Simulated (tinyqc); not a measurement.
What moves the results: phonon-assisted absorption at an indirect gap. A value that a table varies takes the place of the one given here.

alpha(E) = sum_j A_j [N_j (E - Eg + w_j)^2 + (N_j + 1)(E - Eg - w_j)^2], each bracket counted only where its base is positive; N_j = 1/(exp(w_j/kB T) - 1). The first term absorbs a phonon and the second emits one; excitons and direct transitions are left out.

Photodiode (Gaertner form with a dead layer): QE = (1 - R) exp(-alpha xj) [1 - exp(-alpha W)/(1 + alpha L)], R = ((nr - 1)/(nr + 1))^2; responsivity = QE/E in A/W for E in eV.

Constants: kB = 8.617333262e-05 eV/K.

Inputs chosen for the exercise (loosely those of Si at room temperature; Eg is not tied to T; shifted at random, so the results belong to these values and not to a real crystal):
- Eg = 1.115 eV (indirect gap, held fixed unless listed)
- w = (58.7, 19) meV (two zone-edge phonons)
- A = (2900, 410) 1/(cm eV^2) (their strengths)
- T = 300 K
- nr = 3.53 (refractive index)
- xj = 0.1 micrometre (dead layer at the surface)
- W = 0.68 micrometre (depleted width)
- L = 53 micrometre (minority diffusion length below it)
- E = 1.302 eV (photon energy)

## The square root of alpha at three temperatures

The gap is held fixed, so only the phonon occupations change.

sqrt(alpha) (1/cm^(1/2)):
```
E - Eg (eV)     4 K    77 K   150 K
-0.04         0.000   0.012   0.105
-0.02         0.000   0.025   0.216
0.00          0.000   0.102   0.390
0.02          0.020   0.202   0.617
0.04          0.425   0.531   0.983
0.07          1.199   1.306   1.802
0.10          2.763   2.857   3.319
0.15          5.587   5.689   6.199
0.20          8.446   8.566   9.161
0.30         14.186  14.345  15.139
0.45         22.808  23.031  24.140
0.60         31.434  31.722  33.152
```

What can be read from the table?

Below the gap only phonon absorption acts: at E - Eg = -0.02 eV sqrt(alpha) is 0.000, 0.025 and 0.216 at 4, 77 and 150 K. A straight line through the last two rows meets the axis at E - Eg = +0.0534, +0.0525 and +0.0482 eV: the intercept is roughly a weighted mean of the thresholds, not the gap, and it moves from the emission side towards Eg as the occupations grow. At the last row alpha grows by a factor 1.11 from the lowest to the highest temperature at fixed gap.

## Spectral response

Response:
```
E (eV)  wavelength (nm)  alpha (1/cm)  1/alpha (micrometre)  dead layer  collected     QE    A/W
1.14               1088          3.10              3.23e+03       1.000      0.016  0.011  0.010
1.18               1051          9.57              1.04e+03       1.000      0.049  0.034  0.029
1.23               1008          34.4                   291       1.000      0.156  0.107  0.087
1.32                939           139                  72.1       0.999      0.429  0.295  0.223
1.42                873           344                  29.0       0.997      0.654  0.449  0.316
1.56                795           792                  12.6       0.992      0.818  0.558  0.358
1.76                704      1.75e+03                  5.71       0.983      0.914  0.618  0.351
2.02                614      3.57e+03                  2.80       0.965      0.961  0.638  0.316
2.32                534      6.46e+03                  1.55       0.937      0.982  0.633  0.273
2.72                456      1.16e+04                 0.860       0.890      0.993  0.608  0.224
```

What can be read from the table?

QE is highest, 0.638, at 2.02 eV of those listed and the responsivity at 1.56 eV; reflection alone caps QE at 0.688. Near the gap weak absorption limits it (collected share 0.016); at the top the dead layer passes 0.890. Far above the gap the quadratic law and a constant index are only rough.

## What moves the response

At the energy E. Each row changes one parameter from the base and keeps the others.

Results:
```
case                 alpha (1/cm)      QE
base                        111.7  0.2588
Eg = 1.095 eV               141.8  0.2986
T = 350 K                   129.4  0.2832
W = 1.36 micrometre         111.7  0.2620
L = 26.5 micrometre         111.7  0.1609
xj = 0.2 micrometre         111.7  0.2585
nr = 3.71                   111.7  0.2516
```

What does this show?

The largest shifts from the base row, up to three for each result and ties (the steps differ in size, so this ranks the rows, not the parameters). alpha (1/cm): Eg +30.2, T +17.8; unchanged at the printed digits by W, L, xj and nr. QE: L -0.0978, Eg +0.0398, T +0.0244.

Computed by tinyqc, a small Python program: `OMP_NUM_THREADS=1 python tinyqc.py 1650454 1650455 out.jsonl` (the numbers bound the seed that draws the inputs); one thread of a shared host (Intel(R) Xeon(R) Processor @ 2.30GHz), about 0.01 s for the whole set of steps.
